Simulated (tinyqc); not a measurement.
Square on-chip spiral inductor, lumped pi model: one step of the calculation.

Outer diameter do = di + 2 n wd + 2 (n - 1) sp, mean da = (do + di)/2, fill p = (do - di)/(do + di), length l = 4 n da. L = 2.34 mu0 n^2 da/(1 + 2.75 p), mu0 = 4 pi 1e-7 H/m. Rs = rho l/(wd delta (1 - exp(-th/delta))), delta = sqrt(rho/(pi f mu0)). Cs = n wd^2 eps0 eo/hu across the coil. At each end Cox = l wd eps0 eo/(2 ho) leads to the substrate branch Rsi = 2 rs he/(l wd) in parallel with Csi = l wd eps0 11.7/(2 he). With one end grounded Y = 1/(Rs + i w L) + i w Cs + 1/[1/(i w Cox) + 1/(1/Rsi + i w Csi)], w = 2 pi f; Q = -Im Y/Re Y. Eddy currents in neighbouring turns and in the substrate are left out.

Problem. Admittance, quality factor and apparent inductance. Series branch 1/(Rs + i w L), substrate branch, total Y, Q = -Im Y/Re Y, apparent inductance Im(1/Y)/w, metal-only value w L/Rs, share of the loss in the substrate Re(substrate branch)/Re Y.

Parameters, values chosen for the exercise:
- f = 1.4 GHz (frequency)

L = 0.57977929 nH
Rs = 1.3524801 ohm
Cs = 6.1389036 fF
Cox = 21.212104 fF
Rsi = 11627.907 ohm
Csi = 8.9090838 fF

Wanted: series branch; substrate branch; Y; Q; apparent inductance; w L/Rs; share of the loss in the substrate.

Solution.

series branch = 48.6-183.2i mS
substrate branch = 0.03859+0.06771i mS
Y = 48.6-183.1i mS
Q = 3.765
apparent inductance = 0.5801 nH
w L/Rs = 3.771
share of the loss in the substrate = 0.07936 %

Q is 99.9 % of the metal-only value.

Program tinyqc, `OMP_NUM_THREADS=1 python tinyqc.py 2302025 2302026 out.jsonl`; Intel Xeon 2.30GHz, shared host, one thread, about 0.01 s.
